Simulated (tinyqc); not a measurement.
What each parameter does: valley splitting of a silicon quantum well in envelope theory.

The well lies at 0 < z < L; U(z) = V0 [1/(1 + exp(z/w)) + 1/(1 + exp((L - z)/w))] - e F z, 1 mV/nm = 1e-4 eV/angstrom. The envelope psi solves -(c/ml) psi'' + U psi = E psi, c = hbar^2/2m0, by three-point differences on a grid of 0.1 angstrom from -40 to L + 40 angstrom. The two valleys at +/- k0 couple through D = C0 times the integral of exp(-i q z) U(z) psi^2, q = 2 k0 (2 pi/a), and split by Ev = 2|D|.

Random alloy: with Y(z) = Yw + (Yb - Yw) B(z), B the bracket in U, and in-plane density exp(-r^2/ad^2)/(pi ad^2), D gains a random complex part of variance sigma^2 = (C0^2/pi)(a^2 V0/(8 ad (Yb - Yw)))^2 (4/a) times the integral of psi^4 Y (1 - Y). Alone it gives a mean splitting sqrt(pi) sigma; together with the smooth part the rms splitting is 2 sqrt(|D|^2 + sigma^2).

Constants: hbar^2/2m0 = 3.80998211 eV angstrom^2.

Inputs chosen for the exercise (near those of a strained Si well in SiGe; the results hold for these values, not for the real material): L = 74 angstrom (well width); V0 = 0.18 eV (conduction offset); ml = 0.905 m0 (mass along z); w = 0.8 angstrom (interface width parameter); F = 1.3 mV/nm (field pressing towards the upper interface); k0 = 0.83 2 pi/a (valley position); a = 5.431 angstrom (lattice constant); C0 = 0.266 (Bloch overlap factor); Yb = 0.28 (Ge share of the barrier); Yw = 0.05 (Ge share of the well); ad = 130 angstrom (dot radius).

Orbital spacing, psi^2 at z = L, the smooth splitting and sigma; V0 is held fixed when Yw changes.

One parameter was then changed.

Results before and after:

| case | E2 - E1 (meV) | psi^2(L) (1e-3/angstrom) | 2\|D\| (micro-eV) | sigma (micro-eV) |
|---|---|---|---|---|
| base | 18.25 | 1.112 | 5.67 | 84.3 |
| changed | 18.25 | 1.112 | 5.67 | 120.7 |

Which of these changes was made? (a) ad = 170 angstrom; (b) F = 1.95 mV/nm; (c) C0 = 0.319; (d) w = 1.04 angstrom; (e) Yw = 0.08; (f) V0 = 0.225 eV; (g) L = 80 angstrom; (h) k0 = 0.81 2 pi/a.

Answer: (e) Yw = 0.08. Of the candidates, run in turn, only this one gives the changed row.

All candidates:

| case | E2 - E1 (meV) | psi^2(L) (1e-3/angstrom) | 2\|D\| (micro-eV) | sigma (micro-eV) |
|---|---|---|---|---|
| base | 18.25 | 1.112 | 5.67 | 84.3 |
| ad = 170 angstrom | 18.25 | 1.112 | 5.67 | 64.5 |
| Yw = 0.08 | 18.25 | 1.112 | 5.67 | 120.7 |
| L = 80 angstrom | 16.01 | 0.984 | 3.46 | 81.7 |
| V0 = 0.225 eV | 18.76 | 0.892 | 5.46 | 106.1 |
| w = 1.04 angstrom | 18.43 | 1.063 | 1.45 | 84.5 |
| F = 1.95 mV/nm | 18.58 | 1.339 | 6.35 | 85.1 |
| k0 = 0.81 2 pi/a | 18.25 | 1.112 | 5.61 | 84.3 |
| C0 = 0.319 | 18.25 | 1.112 | 6.80 | 101.1 |

tinyqc: `OMP_NUM_THREADS=1 python tinyqc.py 1280808 1280809 out.jsonl`; about 0.07 s, one thread, shared Intel(R) Xeon(R) Processor @ 2.30GHz.
